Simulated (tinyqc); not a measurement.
One-electron ion in a basis of Gaussians, step by step. One step of it, computed by the program tinyqc.

Problem. Matrices over normalised Gaussians. With p = a_i + a_j and I(k) = Gamma((k+1)/2) / (2 p^((k+1)/2)): S = I(2l+2), T = (2l+3) a_i a_j S / p, V = -Z I(2l+1), each divided by sqrt(S_ii S_jj).

exponents of r^l exp(-a r^2) (1/bohr^2): 0.035850  0.120700  0.406600  1.369000  4.611000  15.530000

Z = 2

l = 1

Give: S; T; V.

Solution.

S, lower triangle:
```
       1      2      3      4      5      6
1  1.000
2  0.647  1.000
3  0.220  0.647  1.000
4  0.056  0.220  0.647  1.000
5  0.013  0.056  0.220  0.647  1.000
6  0.003  0.013  0.056  0.220  0.647  1.000
```

T (hartree), lower triangle:
```
       1      2      3      4       5       6
1  0.090
2  0.089  0.302
3  0.036  0.301  1.016
4  0.010  0.122  1.015  3.422
5  0.002  0.033  0.411  3.416  11.527
6  0.001  0.008  0.111  1.384  11.506  38.825
```

V (hartree), lower triangle:
```
        1       2       3       4       5       6
1  -0.403
2  -0.385  -0.739
3  -0.220  -0.707  -1.357
4  -0.100  -0.404  -1.298  -2.489
5  -0.042  -0.183  -0.742  -2.381  -4.569
6  -0.017  -0.076  -0.335  -1.361  -4.370  -8.385
```
